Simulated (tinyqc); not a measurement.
Screening length from the swing.

Question. In a simple model of a Schottky-barrier transistor a barrier thinner than d = 4.8 nm is transparent, so the effective barrier is pn - psi (1 - exp(-d/lam)) and the swing beyond flat band is Vt ln 10/(1 - exp(-d/lam)). Find the thermionic swing, lam, and the effective barrier at psi = 0.2 V.

Inputs (values chosen for the exercise):
```
symbol,value,unit,meaning
T,250,K,temperature
pn,0.74,eV,barrier for electrons at both contacts
```

Constants: q = 1.602176634e-19 C, kB = 1.380649e-23 J/K, Vt = kB T/q. Results are converted to the units shown.

swing in the tunnelling range = 62.154043 mV/decade

Answer. The ratio of the two swings is 1 - exp(-d/lam).

Vt ln 10 = 49.61 mV/decade
lam = 3.000 nm
effective barrier = 0.5804 eV

Program tinyqc, `OMP_NUM_THREADS=1 python tinyqc.py 2390010 2390011 out.jsonl`; Intel Xeon 2.30GHz, shared host, one thread, about 0.04 s.
